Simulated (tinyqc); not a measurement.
Changing the hydrogen carrier pressure p_H: microkinetic model of low-temperature epitaxy from hydride gases: adsorption, hydrogen desorption and rate control. Computed by tinyqc, a small Python program. Command: `OMP_NUM_THREADS=1 python tinyqc.py 3029545 3029546 out.jsonl hepi sweep`. One thread of a shared host (Intel(R) Xeon(R) Processor @ 2.30GHz), about 0.02 s of CPU time with the checks.

Each hydride molecule needs two free sites and leaves four hydrogen atoms, of which two leave at once as H2; theta is the hydrogen coverage, the site density is 6.78 per nm^2 and one layer is 1.358 angstrom thick.

Inputs (values chosen for the exercise, close to those used for silane and germane, with second-order desorption as on Si(111) but the site density of Si(001)):
```
quantity,value,unit
silane pressure p_S,0.22,Pa
sticking prefactor of silane s0,0.023,-
adsorption barrier E_s,0.26,eV
desorption prefactor nu_d,4.1e+12,1/s
desorption energy on silicon E_d,2.18,eV
sticking of hydrogen s_H,1.1e-07,-
temperature T,760,C
germane pressure p_G,0.027,Pa
sticking ratio of germane to silane r_G,3.9,-
"lowering of E_d per unit germanium fraction, dE",0.46,eV
```

Film: silicon-germanium. Order of hydrogen desorption: second.

Constants: k_B = 8.617333262e-05 eV/K; u = 1.6605390666e-27 kg; k_B = 1.380649e-23 J/K.

Method:
- Flux per site F = p/(sqrt(2 pi M k_B T) x 6.78e18 per m^2), M = 32.12 u (silane), 76.63 u (germane), 2.016 u (hydrogen); s = s0 exp(-E_s/(k_B T)); k_S = s F_S, k_G = r_G s F_G; germanium fraction x = k_G/(k_S + k_G); k = k_S + k_G; k_H = s_H F_H; k_d = nu_d exp(-(E_d - dE x)/(k_B T)).
- Temperatures in kelvin are T(C) + 273.15.
- With k the hydride and k_H the hydrogen adsorption rate on free pairs and k_d the desorption rate, steady state: 2 (k + k_H)(1 - theta)^2 = k_d theta^2; growth rate R = k (1 - theta)^2 layers/s; 1 layer/s = 8.148 nm/min.
- With c = 2 (k + k_H)/k_d the free share is 1 - theta = 1/(1 + sqrt(c)).
- X_i = d ln R/d ln k_i at fixed other constants. With f = 1 - theta and a = 2/f + 2/theta: d ln f/d ln k_d = 1/(a f), so X_d = 2/(a f), X_k = 1 - X_d k/(k + k_H), X_H = -X_d k_H/(k + k_H); they sum to 1.

One run for each value:
```
hydrogen carrier pressure p_H (Pa),growth rate G (nm/min),hydrogen coverage theta,X_H (hydrogen adsorption)
1,5.4381,0.06431,-7.8919e-05
4,5.4368,0.06442,-3.1506e-04
20,5.4300,0.06500,-1.5591e-03
70,5.4092,0.06680,-5.2902e-03
300,5.3217,0.07438,-2.0032e-02
1000,5.1097,0.09300,-5.1273e-02
6000,4.3225,0.16579,-1.4599e-01
20000,3.4215,0.25780,-2.4772e-01
100000,1.9951,0.43325,-4.2975e-01
```

Over the rows, growth rate G (nm/min) falls from 5.44 to 2.00 (exponent d ln y / d ln x -1.7e-4 between the first rows and -0.34 between the last); hydrogen coverage theta rises from 0.0643 to 0.433 (exponent d ln y / d ln x 0.0012 between the first rows and 0.32 between the last); X_H (hydrogen adsorption) falls from -7.89e-5 to -0.430 (exponent d ln y / d ln x 1.00 between the first rows and 0.34 between the last). At the low end the exponent of growth rate G is 0.00, close to 0: carrier hydrogen plays no part.

Caution (rows 6000, 20000, 100000): at carrier pressures near or above 1e4 Pa gas-phase transport, left out here, begins to limit.
